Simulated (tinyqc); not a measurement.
# Floating body of a partially depleted SOI transistor: body voltage and kink: effects of single changes

Source at 0 V. Channel current Ic = 2 nf K Vt^2 [F(0) - F(Vd)](1 + la Vd), F(V) = ln^2(1 + exp((Vg - VT - nf V)/(2 nf Vt))), VT = VT0 - gb Vb. Saturation voltage Vs = 2 Vt sqrt(F(0)) + 3 Vt, excess Ve = (Vd - Vs + sqrt((Vd - Vs)^2 + 0.0004 V^2))/2, multiplication M1 = Ai Ve exp(-Bl/Ve). Each junction passes D(v) = J1 (exp(v/Vt) - 1) + J2 (exp(v/(2 Vt)) - 1). Bipolar current Ib = bb J1 (exp(Vb/Vt) - 1). The body settles where M1 (Ic + Ib) = D(Vb) + D(Vb - Vd) + Vb/Rb; drain current Id = (1 + M1)(Ic + Ib) - D(Vb - Vd).

Inputs (values chosen for the exercise); values of the order met in partially depleted silicon-on-insulator transistors:

| symbol | value | unit | meaning |
|---|---|---|---|
| T | 300 | K | temperature |
| VT0 | 0.45 | V | threshold at zero body voltage |
| gb | 0.27 |  | fall of the threshold per volt of body voltage |
| nf | 1.17 |  | slope factor |
| K | 580 | uA/(V^2 um) | gain factor per width |
| la | 0.03 | 1/V | channel-length modulation factor |
| Ai | 2.38 | 1/V | impact-ionisation prefactor |
| Bl | 4.6 | V | impact-ionisation voltage |
| J1 | 8.7e-13 | uA/um | diffusion saturation current of each junction |
| J2 | 4.6e-9 | uA/um | recombination saturation current of each junction |
| bb | 0 |  | gain of the lateral bipolar transistor on the diffusion current |
| Rb | 1e9 | kohm um | resistance of a weak body tie to the source (1e9 stands for no tie, and the term is then dropped) |
| Vg | 0.63 | V | gate voltage |
| Vd | 1 | V | drain voltage |

Constants: q = 1.602176634e-19 C, kB = 1.380649e-23 J/K, Vt = kB T/q. Results are converted to the units shown.

Each table varies one quantity; the others keep the values above.

## Output curve and kink

Rows with more than one solution for Vb (latch) are left out; dId/dVd by a forward difference over 1e-4 V, swing = 1e-4 V over the change of log10 Id; M1 under 1e-12 is printed as 0.

Result of one run:
```
Vd (V),Vb (V),M1,"Id, floating (uA/um)","Id, grounded (uA/um)",ratio,"dId/dVd, floating (uS/um)","dId/dVd, grounded (uS/um)"
1,0.6258,9.361e-4,31.15,8.589,3.627,17.53,0.6021
```

What becomes of these results when the drain voltage Vd is changed from 1 to 1.8 V, all else the same?

Result of the changed run:
```
Vd (V),Vb (V),M1,"Id, floating (uA/um)","Id, grounded (uA/um)",ratio,"dId/dVd, floating (uS/um)","dId/dVd, grounded (uS/um)"
1.8,0.7580,0.1223,43.41,10.48,4.142,20.54,4.645
```

The whole series:
```
Vd (V),Vb (V),M1,"Id, floating (uA/um)","Id, grounded (uA/um)",ratio,"dId/dVd, floating (uS/um)","dId/dVd, grounded (uS/um)"
0.8,0.5332,3.479e-5,26.69,8.504,3.138,28.95,0.3039
1,0.6258,9.361e-4,31.15,8.589,3.627,17.53,0.6021
1.2,0.6793,0.006687,34.17,8.770,3.896,13.49,1.263
1.4,0.7144,0.02443,36.81,9.115,4.039,13.52,2.233
1.6,0.7393,0.06129,39.75,9.676,4.108,16.21,3.395
1.8,0.7580,0.1223,43.41,10.48,4.142,20.54,4.645
2,0.7727,0.2098,48.03,11.53,4.164,25.80,5.908
2.2,0.7845,0.3245,53.75,12.84,4.187,31.49,7.139
```

Vb rises from 0.533 to 0.785 V and the ratio of the currents rises from 3.14 to 4.19. The output conductance with a floating body exceeds the grounded value by the largest factor among the rows, 95.3, at Vd = 0.8 V, where Vb = 0.533 V and M1 = 3.48e-5.

## Transfer curve and swing

Same model as above.

Results:
```
Vg (V),Vb (V),M1,"Id, floating (uA/um)","Id, grounded (uA/um)",ratio,"swing, floating (mV/decade)","swing, grounded (mV/decade)"
0,0.07155,0.01500,6.251e-7,3.323e-7,1.881,54.03,70.64
0.1,0.3137,0.01494,1.453e-4,8.921e-6,16.29,40.39,69.79
0.2,0.4955,0.01432,0.01769,2.401e-4,73.68,56.42,70.21
0.3,0.5850,0.01150,0.5472,0.006135,89.19,85.35,72.50
0.5,0.6349,0.003251,12.73,1.335,9.538,263.3,119.4
0.6,0.6296,0.001288,26.22,6.157,4.259,383.0,193.9
0.7,0.6130,4.071e-4,44.11,16.12,2.736,509.9,294.5
0.8,0.5850,9.457e-5,65.88,31.34,2.102,645.4,405.2
```

Estimate the missing row, Vg = 0.4 V.

Computed row:
```
Vg (V),Vb (V),M1,"Id, floating (uA/um)","Id, grounded (uA/um)",ratio,"swing, floating (mV/decade)","swing, grounded (mV/decade)"
0.4,0.6247,0.006826,4.121,0.1247,33.05,157.7,83.13
```

With this row back in the table: Vb goes from 0.0716 through a maximum of 0.635 (at Vg = 0.5 V among the rows listed) to 0.585 V. The smallest swing among the rows is 40.4 mV a decade with a floating body (at Vg = 0.1 V) and 69.8 with a grounded one; Vt ln 10 = 59.5. The floating swing is smaller by more than 3 % for Vg = 0, 0.1, 0.2 V, where the rising Vb lowers the threshold as Vg rises. In the first row the floating body raises the current by a factor of 1.88.

Range of the model: The multiplication law is an empirical form chosen for the exercise; self-heating and capacitive coupling to the body are left out, and the linear laws are rough once Vb passes about 0.7 V or M1 about 0.1.

tinyqc, about 0.2 s, one thread, Intel Xeon 2.30GHz (shared host): `OMP_NUM_THREADS=1 python tinyqc.py 2182236 2182237 out.jsonl`
